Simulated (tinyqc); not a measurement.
# Worked calculation: threshold-voltage variability of a planar MOSFET, analytic estimates

Program tinyqc, `OMP_NUM_THREADS=1 python tinyqc.py 2090034 2090035 out.jsonl`; Intel Xeon 2.30GHz, shared host, one thread, about 0.01 s. Printed values are rounded.

Three independent sources add in quadrature: random dopants in the depleted layer, metal-gate grains of two orientations, and roughness of the two gate edges acting through the roll-off VT = VT(long) - Vr exp(-L/l). These are first-order estimates: no three-dimensional electrostatics, no percolation.

Parameters, values chosen for the exercise; material values those of a made-up semiconductor:
```
symbol      value   unit                                                 meaning
T             300      K                                             temperature
Eg           0.87     eV                                                band gap
eps_r        12.6                     relative permittivity of the semiconductor
Nc        3.05e19  cm^-3                  conduction-band density of states at T
Nv        2.65e19  cm^-3                     valence-band density of states at T
Na         3.9e17  cm^-3                                          channel doping
ti            2.4     nm                 oxide-equivalent thickness in inversion
L              45     nm                                             gate length
W             170     nm                                              gate width
G               4     nm                                        metal grain size
dW            0.2     eV  work-function difference of the two grain orientations
p             0.3               share of the orientation of higher work function
De            0.7     nm                          rms roughness of one gate edge
La             10     nm                     correlation length of the roughness
l             7.7     nm                  decay length of the threshold roll-off
Vr            2.6      V                               prefactor of the roll-off
n            1.27                                            subthreshold factor
gI             10    1/V                                  gm/I of a matched pair
sb              1      %                 spread of the gain factor of one device
Nb      268435456                                                number of cells
Y           0.965                                                   wanted yield
```

Constants: q = 1.602176634e-19 C, kB = 1.380649e-23 J/K, Vt = kB T/q, eps0 = 8.8541878128e-14 F/cm where lengths are in cm. Results are converted to the units shown.

Range of the model: The depletion depth exceeds L, so source and drain share much of the charge and the dopant estimate is rough.

## Random dopants

ni = sqrt(Nc Nv) exp(-Eg/(2 Vt)), Eg in volts; Cox = 3.9 eps0/ti; Wd = sqrt(4 eps0 eps_r Vt ln(Na/ni)/(q Na)); dopants: s1 = (q/Cox) sqrt(Na Wd/(3 L W)). The slope A1 = s1 sqrt(L W); mean number of dopants Na L W Wd.

Cox = 1.43881 uF/cm^2
Wd = 48.1122 nm
mean number of dopants = 143.543
A1 = 0.880658 mV um
s1 = 10.0688 mV

Counting alone, 1/sqrt(N) of the depletion voltage q Na Wd/Cox = 209 mV, would give sqrt(3) times more: dopants deep in the layer act less on the surface.

## Metal grains and edge roughness

Grains: Ng = L W/G^2 (at least 1), s2 = dW sqrt(p (1 - p)/Ng). Edges, with exponential correlation and u = W/La: the mean gate length has sL^2 = 2 De^2 (2/u)[1 - (1 - exp(-u))/u]; s3 = sL (Vr/l) exp(-L/l).

Ng = 478.125
s2 = 4.19149 mV
sL = 0.329412 nm
dVT/dL = 0.978133 mV/nm
s3 = 0.322209 mV

## Total spread, mismatch and leakage

s = sqrt(s1^2 + s2^2 + s3^2). For a pair: s(dVT) = sqrt(2) s; current mismatch sqrt(2) sqrt((gI s)^2 + sb^2); input offset = current mismatch/gI. For a Gaussian VT the off current is log-normal with mean/median = exp(s^2/(2 (n Vt)^2)).

s = 10.9111 mV
s(dVT) = 15.4307 mV
current mismatch = 15.4953 %
input offset = 15.4953 mV
mean/median of Ioff = 1.05678

The dopants give 85.2 % of the variance; without them s would be 4.20 mV.

## Iteration 1: margin in standard deviations for the wanted yield

k at the start = 3

Cells fail independently with probability Q(k) = erfc(k/sqrt(2))/2 when the margin is k standard deviations, and Y = exp(-Nb Q(k)). phi = exp(-k^2/2)/sqrt(2 pi). Newton steps on ln Q(k) = ln(-ln(Y)/Nb): k(new) = k + [ln Q - ln(-ln(Y)/Nb)] Q/phi.

Q(k) = 0.00134990
phi = 0.00443185
k after iteration 1 = 7.91458

## Iteration 2: margin in standard deviations for the wanted yield

As before.

Q(k) = 1.24048e-15
phi = 9.96992e-15
k after iteration 2 = 6.47371

## Course of the iteration: margin in standard deviations for the wanted yield

Stop when k changes by less than 1e-9, or after 30 iterations.

Course of the iteration:
```
iteration,k,|change|
1,7.91458,4.91
2,6.47371,1.44
3,6.31952,0.154
4,6.31772,1.80e-3
5,6.31772,2.44e-7
6,6.31772,< 1e-12
```

Converged in 6 iterations. At the end the number of correct digits about doubles with each step. With s(dVT) = 15.4 mV, 6.32 standard deviations are 97.5 mV.
